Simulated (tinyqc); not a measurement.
AlGaN/GaN HEMT with access regions, lumped model: two steps of the calculation.

A polarisation-induced electron sheet under a Schottky gate, in series with two ungated access regions and contacts. Drift law v = mu E/(1 + mu E/vs) under the gate. Currents in mA/mm, resistances in ohm mm. No self-heating, no channel-length modulation; fits for polarisation, barrier and offset are chosen for the exercise.

Inputs (values chosen for the exercise); values close to those of AlGaN/GaN structures:
```
symbol,value,unit,meaning
x,0.26,,aluminium share of the barrier
d,30,nm,barrier thickness
eps_r,9.4,,relative permittivity of barrier and channel
mu,1100,cm^2/(V s),channel mobility
vs,1.5e7,cm/s,saturation velocity
Lg,0.15,um,gate length
Ls,2,um,source access length
Ld,8,um,drain access length
Rc,0.56,ohm mm,resistance of each contact
ft,0,,share of the drain-access electrons removed by traps
Vg,-0.5,V,gate voltage
Ec,3.2,MV/cm,critical field
te,0.24,um,depth over which the depleted charge spreads
tf,100,nm,insulator under the field plate
ei,7,,relative permittivity of that insulator
```

Constants: q = 1.602176634e-19 C, eps0 = 8.8541878128e-14 F/cm where lengths are in cm. Results are converted to the units shown.

Task 1. Polarisation charge, threshold and sheet resistance. sigma = (5e13 x + 1.6e13 x^2) cm^-2, phiB = 0.84 + 1.3 x, dEc = 0.7 (1.71 x + x^2) in volts, Cb = eps0 eps_r/d, VT = phiB - dEc - q sigma/Cb, access density n0 = -Cb VT/q. Rsh = 1/(q mu n0); largest access current q n0 vs.

Find: sigma; Cb; VT; n0; Rsh; q n0 vs.

Result 1.

sigma = 1.4082e13 cm^-2
Cb = 0.27743 uF/cm^2
VT = -7.3127 V
n0 = 1.2663e13 cm^-2
Rsh = 448.10 ohm
q n0 vs = 3043.2 mA/mm

Task 2. On-resistance and breakdown. Ron = 2 Rc + Ls/(q mu n0) + Ld/(q mu (1 - ft) n0) + Lg/(mu Cb (Vg - VT)). Off state: a depleted stretch that holds the voltage V has the peak field sqrt(k V), k = 2 q n0/(eps0 eps_r te), so one edge holds V1 = Ec^2/k. The sheet under the plate pinches off at Vf = q n0 (1/Cb + tf/(eps0 ei)); beyond it the gate edge is screened. BV = V1 if Vf >= V1, else Vf + V1, and at most Ec Ld. Specific resistance Ron (Ls + Lg + Ld); figure of merit BV^2 over it.

Find: Ron; Vf; V1; BV; specific resistance; figure of merit.

Result 2.

Ron = 5.6731 ohm mm
Vf = 40.046 V
V1 = 50.411 V
BV = 90.457 V
specific resistance = 0.57582 mohm cm^2
figure of merit = 14.210 MW/cm^2

The plate raises BV by a factor of 1.79.

Program tinyqc, `OMP_NUM_THREADS=1 python tinyqc.py 2570058 2570059 out.jsonl`; Intel Xeon 2.30GHz, shared host, one thread, about 0.01 s.
